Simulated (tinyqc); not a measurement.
Fully depleted semiconductor-on-insulator film with two gates, non-linear Poisson equation by Newton steps: one step of the calculation.

One dimension across the film, front interface at x = 0, back interface at x = ts. psi is counted from the intrinsic level, n = ni exp(psi/Vt) (source grounded), holes neglected, acceptors ionised. Gates act through Cox = eps0 eox/tox and Cbox = 3.9 eps0/tb with potentials G1 = Vg - (phiM - chi - Vt ln(Nc/ni)) and G2 = Vb - (phiB - chi - Vt ln(Nc/ni)). Classical Boltzmann densities, no interface charge, no depletion in the back plane.

Problem. Newton step. Solve a d_(i-1) + b_i d_i + a d_(i+1) = -F_i for all nodes. If the largest |d| exceeds 4 Vt, the whole step is scaled down so that it equals 4 Vt.

Parameters, values chosen for the exercise:
```
symbol,value,unit,meaning
T,350,K,temperature
```

Constants: q = 1.602176634e-19 C, kB = 1.380649e-23 J/K, Vt = kB T/q. Results are converted to the units shown.

a = 3.3941053 uF/cm^2

```
node,diagonal b (F/cm^2),residual F (C/cm^2),psi after iteration 1 (V)
0,-5.5526657e-6,6.6953546e-7,0.22064267
1,-6.7889129e-6,-5.4113853e-11,0.22055819
2,-6.7889111e-6,-5.4058763e-11,0.22047817
3,-6.7889093e-6,-5.4006878e-11,0.22040261
4,-6.7889077e-6,-5.3958176e-11,0.22033150
5,-6.7889061e-6,-5.3912633e-11,0.22026486
6,-6.7889047e-6,-5.3870228e-11,0.22020267
7,-6.7889034e-6,-5.3830943e-11,0.22014494
8,-3.4296871e-6,1.0397490e-8,0.22009166
```

Find: Newton step d, before damping; psi after iteration 2.

Solution.

```
node,"Newton step d, before damping (V)",psi after iteration 2 (V)
0,0.30908,0.34129
1,0.30839,0.34093
2,0.30778,0.34061
3,0.30724,0.34033
4,0.30678,0.34008
5,0.30641,0.33986
6,0.30611,0.33968
7,0.30589,0.33954
8,0.30575,0.33943
```

Computed by the program tinyqc: `OMP_NUM_THREADS=1 python tinyqc.py 2190061 2190062 out.jsonl`, one thread of a shared Intel Xeon 2.30GHz, about 0.3 s for the whole run.
